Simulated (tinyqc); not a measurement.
Single-junction solar cell, detailed-balance limit: one step of the calculation.

Every photon above the gap Eg makes one pair and none below is absorbed; carriers thermalise at T and move without loss. Jsc = q fs X Phi(Eg, Ts); the dark current is J0 = q ge Phi(Eg, T)/ERE with the Boltzmann factor exp(V/Vt). The efficiency is the electrical power over fs X sigma Ts^4.

Problem. Photon flux of the source, term by term. Photon flux above E from a black body at temperature T into a hemisphere: Phi(E, T) = A sum_k exp(-k E/th)[E^2 th/k + 2 E th^2/k^2 + 2 th^3/k^3], k = 1, 2, ..., with th = kB T/q in eV and A = 2 pi q^3/(h^3 c^2). The first six terms at E = Eg, T = Ts are listed; the flux takes all.

Parameters, values chosen for the exercise:
```
symbol,value,unit,meaning
Ts,5800,K,temperature of the black-body sun
Eg,0.87,eV,band gap
```

Constants: q = 1.602176634e-19 C, kB = 1.380649e-23 J/K, h = 6.62607015e-34 J s, c = 299792458 m/s. Results are converted to the units shown.

Give: th; A; terms k = 1..6; Phi(Eg, Ts).

Solution.

th = 0.4998 eV
A = 9.883e22 cm^-2 s^-1 eV^-3
terms k = 1..6 (eV^3): 0.1864  0.01012  9.910e-4  1.189e-4  1.578e-5  2.221e-6
Phi(Eg, Ts) = 1.953e22 cm^-2 s^-1

Numbers from tinyqc (`OMP_NUM_THREADS=1 python tinyqc.py 2820107 2820108 out.jsonl`; about 0.01 s on one thread of a shared Intel Xeon 2.30GHz).
